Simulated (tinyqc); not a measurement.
Joint density of states against eps2: interband optics of a two-band s-p chain from momentum matrix elements.

H(k) = [[Es - 2 ts cos ka, 2i V sin ka], [-2i V sin ka, Ep_ + 2 tp cos ka]] in the basis s, p; the lower band is full, with two electrons a cell. The velocity operator times hbar is W = dH/dk (eV angstrom); intra-atomic dipoles are left out.

With w(k) = |<c|W|v>|^2 and D(k) = Ec - Ev, on the mesh k_j = (j + 1/2)/N (2 pi/a): eps(E) = 1 + (8 pi e2/(a Ar)) mean_j (w/D^2) [1/(D - E - i eta) + 1/(D + E + i eta)], e2 = e^2/(4 pi eps0); light polarised along the chains, no local fields.

Constants: e^2/(4 pi eps0) = 14.39964547 eV angstrom.

Inputs chosen for the exercise:
- a = 2.47 angstrom (period)
- Es = 2.44 eV (upper orbital (s))
- Ep_ = -1.93 eV (lower orbital (p))
- ts = 0.24 eV (s-s hopping)
- tp = 0.5 eV (p-p hopping)
- V = 0.51 eV (s-p hopping)
- Ar = 10.8 angstrom^2 (cross-section per chain)
- eta = 0.3 eV (Lorentzian half width)

Mesh of 2000 points. J(E) = mean of (eta/pi)/((E - D)^2 + eta^2). The fourth column is J times the constant (8 pi^2 e2/(a Ar)) mean(w/D^2). R = |(sqrt(eps) - 1)/(sqrt(eps) + 1)|^2.

Spectrum:

| E (eV) | J (1/eV) | eps2 | eps2 with constant element | eps1 | R |
|---|---|---|---|---|---|
| 2.29 | 0.044 | 0.761 | 0.337 | 3.456 | 0.096 |
| 2.67 | 0.110 | 2.281 | 0.841 | 4.049 | 0.150 |
| 3.05 | 0.221 | 4.175 | 1.680 | 1.339 | 0.228 |
| 3.80 | 0.196 | 1.036 | 1.496 | 0.025 | 0.166 |
| 4.18 | 0.199 | 0.557 | 1.517 | 0.541 | 0.045 |
| 4.56 | 0.214 | 0.498 | 1.632 | 1.020 | 0.014 |
| 4.94 | 0.245 | 0.751 | 1.869 | 1.390 | 0.028 |
| 5.32 | 0.302 | 1.366 | 2.301 | 1.513 | 0.065 |
| 5.69 | 0.365 | 2.221 | 2.781 | 0.710 | 0.149 |
| 6.07 | 0.185 | 1.195 | 1.406 | -0.541 | 0.301 |
| 6.45 | 0.069 | 0.424 | 0.524 | -0.178 | 0.321 |

Give the missing row, E (eV) = 3.42.

Computed row:
```
E (eV)  J (1/eV)   eps2  eps2 with constant element    eps1      R
3.42       0.208  2.260                       1.583  -0.227  0.236
```

Transitions span 2.890 to 5.850 eV. Among the energies listed J peaks at 5.69 eV and eps2 at 3.05 eV. The ratio of eps2 to the constant-element value is 2.49 at 3.05 eV and 0.80 at 5.69 eV: w/D^2 is 0.760 angstrom^2 at the zone centre and 0.185 at the edge.

(tinyqc, `OMP_NUM_THREADS=1 python tinyqc.py 1681118 1681119 out.jsonl`, Intel(R) Xeon(R) Processor @ 2.30GHz, 1 thread, shared host, about 0.01 s.)
